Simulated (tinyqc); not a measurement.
## Input admittance of a MOSFET at zero drain bias: distributed channel and distributed gate: input impedance against frequency

Source and drain grounded, strong inversion, w = 2 pi f, Cox = eps0 eox/tox. The channel is an RC line of resistance 1/(mu Cox Vo) per square fed from both ends, so one finger has the intrinsic admittance y = i w Cox L tanh(g)/g per width, g = (1/2) sqrt(i w tau), tau = L^2/(mu Vo). The vertical resistance rv/L is in series with y, the overlaps 2 i w Cov in parallel: y_t = 1/(1/y + rv/L) + 2 i w Cov. The gate strip is a line of Rsh/L per length loaded by y_t, so a finger has Y = y_t Wf tanh(k)/k, k = (Wf/sd) sqrt(y_t Rsh/L); the device has Nf Y.

Low-frequency limits, with c = Cox L and ct = c + 2 Cov: R_strip = Rsh Wf/(3 sd^2 L Nf), R_ch = (c/ct)^2 L/(12 mu Cox Vo Wf Nf), R_vert = (c/ct)^2 rv/(L Wf Nf), C = ct Wf Nf. Z = 1/(Nf Y) = R + 1/(i w C), Q = |Im Z|/R, far-point signal |1/cosh k|.

Values chosen for this exercise; values of the order met in silicon radio-frequency transistors: relative permittivity of the gate insulator (close to silicon dioxide) eox = 3.9; insulator thickness tox = 3 nm; channel length L = 0.11 um; finger width Wf = 20 um; number of fingers Nf = 64; channel mobility mu = 300 cm^2/(V s); gate overdrive Vo = 0.41 V; sheet resistance of the gate Rsh = 4.4 ohm/square; vertical resistivity of the gate stack rv = 0 ohm um^2; number of ends at which a finger is contacted sd = 1; overlap and fringe capacitance on each side Cov = 0.16 fF/um.

Constants: eps0 = 8.8541878128e-14 F/cm where lengths are in cm. Results are converted to the units shown.

The same in every row: low-frequency R (ohm) = 4.1989.

Input impedance against frequency:

| f (GHz) | w tau | \|k\| | R (ohm) | C (fF) | Q | signal at the far point |
|---|---|---|---|---|---|---|
| 0.08 | 4.9448e-4 | 0.11294 | 4.1989 | 2030.3 | 233.37 | 0.99999 |
| 0.2 | 0.0012362 | 0.17858 | 4.1989 | 2030.2 | 93.350 | 0.99991 |
| 0.6 | 0.0037086 | 0.30931 | 4.1986 | 2029.9 | 31.124 | 0.99923 |
| 2 | 0.012362 | 0.56472 | 4.1961 | 2025.7 | 9.3619 | 0.99150 |
| 5 | 0.030905 | 0.89291 | 4.1817 | 2002.2 | 3.8018 | 0.95011 |
| 10 | 0.061810 | 1.2628 | 4.1316 | 1924.2 | 2.0019 | 0.83524 |
| 30 | 0.18543 | 2.1870 | 3.6982 | 1434.9 | 0.99976 | 0.44159 |
| 90 | 0.55629 | 3.7857 | 2.4049 | 774.32 | 0.94964 | 0.13069 |
| 200 | 1.2362 | 5.6283 | 1.6326 | 528.39 | 0.92246 | 0.031880 |

R falls from 4.20 to 1.63 ohm and C falls from 2030 to 528 fF. Q goes as f^(-1.00) between the first two rows and f^(-0.04) between the last two, where w tau = 1.24 and |k| = 5.63. The low-frequency limits hold both R and C within 5 % up to f = 5 GHz among the rows.

Computed by the program tinyqc: `OMP_NUM_THREADS=1 python tinyqc.py 2262234 2262235 out.jsonl`, one thread of a shared Intel Xeon 2.30GHz, about 0.01 s for the whole run.
